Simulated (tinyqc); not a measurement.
Electron mobility in a silicon inversion layer, empirical terms and Matthiessen rule: two steps of the calculation.

Inversion layer of sheet density Ns on a uniformly doped body. The mobility terms are empirical power laws with prefactors chosen for the exercise; adding their inverses (Matthiessen) is itself an approximation.

Inputs (values chosen for the exercise); material values close to those of silicon:
```
symbol    value        unit                                                meaning
T           400           K                                            temperature
Eg         1.14          eV                                               band gap
eps_r      11.8                         relative permittivity of the semiconductor
Nc      4.34e19       cm^-3                 conduction-band density of states at T
Nv      4.05e19       cm^-3                    valence-band density of states at T
Nb         2e17       cm^-3                                            body doping
Vsb         0.3           V                                      reverse body bias
eta         0.5              weight of the inversion charge in the effective field
Ap          474  cm^2/(V s)           phonon-limited mobility at 1 MV/cm and 300 K
As          651  cm^2/(V s)                  roughness-limited mobility at 1 MV/cm
gs            2                                     exponent of the roughness term
Ac         2000  cm^2/(V s)                                      Coulomb prefactor
Nit      1.4e12       cm^-2                                charge at the interface
Ns       9.4e11       cm^-2                                      inversion density
WL           10                                                          ratio W/L
Vd         0.01           V                                          drain voltage
I          1.68          uA                                measured linear current
```

Constants: q = 1.602176634e-19 C, kB = 1.380649e-23 J/K, Vt = kB T/q, eps0 = 8.8541878128e-14 F/cm where lengths are in cm. Results are converted to the units shown.

Problem 1. Depletion charge and effective field. ni = sqrt(Nc Nv) exp(-Eg/(2 Vt)), Eg in volts; Ndep = sqrt(2 eps0 eps_r Nb (2 Vt ln(Nb/ni) + Vsb)/q); E = q (Ndep + eta Ns)/(eps0 eps_r), in MV/cm.

Wanted: ni; Ndep; E.

Solution 1.

ni = 2.7592e12 cm^-3
Ndep = 1.6718e12 cm^-2
E = 0.32844 MV/cm

The depletion charge gives 78.1 % of the field.

Problem 2. Inversion density for the measured current. I = (W/L) q Ns mu Vd. E = q (Ndep + eta Ns)/(eps0 eps_r) in MV/cm. With t = T/(300 K): muC = Ac (Ns/1e12 cm^-2) t/(Nb/1e17 cm^-3 + Nit/1e11 cm^-2), muP = Ap E^(-1/3) t^(-1.75), muS = As E^(-gs); 1/mu is the sum of the inverses. Ns(new) = I/((W/L) q mu Vd).

Ns at the start = 1.4e12 cm^-2
Ndep = 1.6718081e12 cm^-2

Find: E; mu; Ns after iteration 1.

Solution 2.

E = 0.36371 MV/cm
mu = 143.26 cm^2/(V s)
Ns after iteration 1 = 7.3194e11 cm^-2

tinyqc, about 0.01 s, one thread, Intel Xeon 2.30GHz (shared host): `OMP_NUM_THREADS=1 python tinyqc.py 2510149 2510150 out.jsonl`
